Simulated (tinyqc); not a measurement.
Rate against temperature: collinear exchange A + BC -> AB + C on a London-Eyring-Polanyi-Sato surface: saddle, string of images and rate. Computed by tinyqc, a small Python program. Command: `OMP_NUM_THREADS=1 python tinyqc.py 3112147 3112148 out.jsonl leps walk`. One thread of a shared host (Intel(R) Xeon(R) Processor @ 2.30GHz), about 0.04 s of CPU time with the checks.

x = r(AB), y = r(BC), r(AC) = x + y. V is counted from separated atoms, the barrier from A + BC, that is V + D(BC).

Inputs (values chosen for the exercise, for a model exchange):

| quantity | value | unit |
|---|---|---|
| D(AB) | 3.16 | eV |
| r0(AB) | 1.1 | angstrom |
| beta(AB) | 1.57 | 1/angstrom |
| D(BC) | 4.82 | eV |
| r0(BC) | 0.918 | angstrom |
| beta(BC) | 1.59 | 1/angstrom |
| D(AC) | 3.04 | eV |
| r0(AC) | 0.988 | angstrom |
| beta(AC) | 1.83 | 1/angstrom |
| Sato parameter S | 0.081 | - |
| mass of A | 35 | u |
| mass of B | 19 | u |
| mass of C | 35 | u |
| temperature T | 700 | K |
| step of the string | 0.02 | angstrom^2/eV |

Constants: nu for 1 eV/(angstrom^2 u) = 15.6333042 THz; h x 1 THz = 4.135667696 meV; k_B = 1.380649e-23 J/K; u = 1.6605390666e-27 kg; k_B = 8.617333262e-05 eV/K.

Method:
- For each pair, with u = exp(-beta (r - r0)): Q = D [(3 + S) u^2 - (2 + 6 S) u]/(4 (1 + S)), J = D [(1 + 3 S) u^2 - (6 + 2 S) u]/(4 (1 + S)); V = Q1 + Q2 + Q3 - sqrt(((J1 - J2)^2 + (J2 - J3)^2 + (J3 - J1)^2)/2).
- String of 9 images between the fixed ends (r0(AB) + 2, r0(BC)) and (r0(AB), r0(BC) + 2), started on the two straight legs through (r0(AB) + 0.3, r0(BC) + 0.3): each iteration moves the inner images by -step x gradient (central differences) and spaces them evenly again along the broken line (coordinates are kept between 0.2 and 8 angstrom); stop when no coordinate changes by more than 1e-5 angstrom, at most 400 iterations.
- From the highest inner image, z -> z - H^-1 g with gradient g and Hessian H by central differences, steps capped at 0.15 angstrom, 12 steps.
- Wilson matrix G = [[1/m_A + 1/m_B, -1/m_B], [-1/m_B, 1/m_B + 1/m_C]]; eigenvalues lambda of G H give nu = 15.6333042 THz x sqrt(|lambda|), the negative one being imaginary. Reactant: nu_BC from k = 2 D beta^2 and 1/m_B + 1/m_C. Skew angle: cos = sqrt(m_A m_C/((m_A + m_B)(m_B + m_C))).
- One-dimensional rate constant without tunnelling, k = sqrt(k_B T/(2 pi mu)) [sinh(h nu_BC/(2 k_B T))/sinh(h nu_s/(2 k_B T))] exp(-barrier/(k_B T)) with mu = m_A (m_B + m_C)/(m_A + m_B + m_C); Wigner factor 1 + (h nu_i/(k_B T))^2/24; adiabatic barrier = barrier + h (nu_s - nu_BC)/2.

nu_BC = 21.9924 THz

real frequency at the saddle = 15.9912 THz

barrier = 1.72571 eV

imaginary frequency = 2.23629 THz

adiabatic barrier = 1.71330 eV

Rates; the last column is k_B T^2 d ln k/dT:

| T (K) | k (cm/s) | Wigner factor | activation energy (eV) |
|---|---|---|---|
| 300 | 2.3745e-25 | 1.0053 | 1.7290 |
| 400 | 4.4506e-18 | 1.0030 | 1.7349 |
| 550 | 4.1956e-12 | 1.0016 | 1.7431 |
| 750 | 7.8238e-08 | 1.0009 | 1.7532 |
| 1000 | 7.0444e-05 | 1.0005 | 1.7651 |
| 1400 | 2.5192e-02 | 1.0002 | 1.7834 |
| 2000 | 2.1876e+00 | 1.0001 | 1.8100 |

What follows from these numbers?

The activation energy goes from 1.729 eV at 300 K, near the adiabatic barrier plus k_B T/2 (1.726), to 1.810 eV at 2000 K; the classical limit is the barrier plus k_B T/2 (1.812).

Extremes, crossings and ranges named in words are read from the listed rows.
